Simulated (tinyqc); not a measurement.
Inside a calculation: conductance of a narrow metal strip with scatterers (square lattice, Green functions). Values are carried at full precision from step to step, so a last printed digit may differ when a step is redone from the rounded ones.

A strip of W sites across with hard walls, site energy 0 and hopping -t. Mode n = 1 to W has profile chi_n(j) = sqrt(2/(W + 1)) sin(n j pi/(W + 1)) and energy en = -2t cos(n pi/(W + 1)); E = en - 2t cos(kn a). With z_n = exp(i kn a) (Im k > 0 for closed modes, |z| < 1) each lead gives the self-energy -t z_n in mode n. One column carries the site energies v, here one foreign atom. In the mode basis V_nm = sum_j chi_n(j) v_j chi_m(j), G = (E - en + 2 t z_n - V)^-1, and t_nm = 2t sqrt(sin(kn a) sin(km a)) G_nm in size for open modes. T = sum |t_nm|^2, conductance (2e^2/h) T.

Constants: e^2/h = 3.874045865e-05 S.

Parameters, chosen for this exercise (hopping and spacing of the size met in Cu or Al; the lattice is a model; shifted at random, so the results belong to these values and not to a real crystal): t = 1.31 eV (hopping); a = 2.42 angstrom (spacing); W = 4 (sites across); E = -1.12 eV (Fermi energy); v = (0, 0, 0, -4.4) eV (site energies in the scattering column).

## Modes at the Fermi energy

For each n: en, cos(kn a) = (en - E)/(2t), z_n and the velocity 2 t a sin(kn a) (zero if closed).

Modes:
```
n  en (eV)  cos(k a)                  z  dE/dk (eV angstrom)
1  -2.1196  -0.38154  -0.38154+0.92435i               5.8608
2  -0.8096   0.11846   0.11846+0.99296i               6.2958
3   0.8096   0.73650   0.73650+0.67644i               4.2889
4   2.1196   1.23650            0.50922               0.0000
```

3 of 4 modes are open, so the clean strip has a resistance of 4302 ohm, whatever its length.

## The scatterer in the mode basis

Form V_nm.

V (eV), lower triangle:
```
         n=1      n=2      n=3      n=4
n=1  -0.6081
n=2   0.9839  -1.5919
n=3  -0.9839   1.5919  -1.5919
n=4   0.6081  -0.9839   0.9839  -0.6081
```

A single site couples every mode that has amplitude on it.

## Green function and transmission

E - en + 2 t z_n = 2t (z_n - cos(kn a)). Invert, form |t_nm|^2 = (2t)^2 Im(z_n) Im(z_m) |G_nm|^2 and sum. The added resistance is 1/(2 (e^2/h) T) less the same for the clean strip.

G (1/eV):
```
                 n=1              n=2              n=3              n=4
n=1   0.0198-0.3617i  -0.0298-0.0771i   0.0438+0.1132i  -0.0651+0.0252i
n=2  -0.0298-0.0771i   0.0449-0.2682i  -0.0659-0.1706i   0.0980-0.0379i
n=3   0.0438+0.1132i  -0.0659-0.1706i   0.0968-0.3139i  -0.1439+0.0556i
n=4  -0.0651+0.0252i   0.0980-0.0379i  -0.1439+0.0556i  -0.5568-0.0827i
```

|t_nm|^2, lower triangle:
```
        n=1     n=2     n=3  n=4
n=1  0.7696
n=2  0.0431  0.5005
n=3  0.0633  0.1542  0.3389
n=4       0       0       0    0
```

T = 2.1300
added resistance = 1757 ohm

Mode 3 passes least (0.556) and mode 1 most (0.876); 24.5 % of the transmitted flux changes mode.

## Checks

- Transmitted plus reflected flux against the number of open modes: both 3.00000.

Computed by tinyqc, a small Python program: `OMP_NUM_THREADS=1 python tinyqc.py 1482156 1482157 out.jsonl` (the numbers bound the seed that draws the inputs); one thread of a shared host (Intel(R) Xeon(R) Processor @ 2.30GHz), about 0.01 s for the whole set of steps.
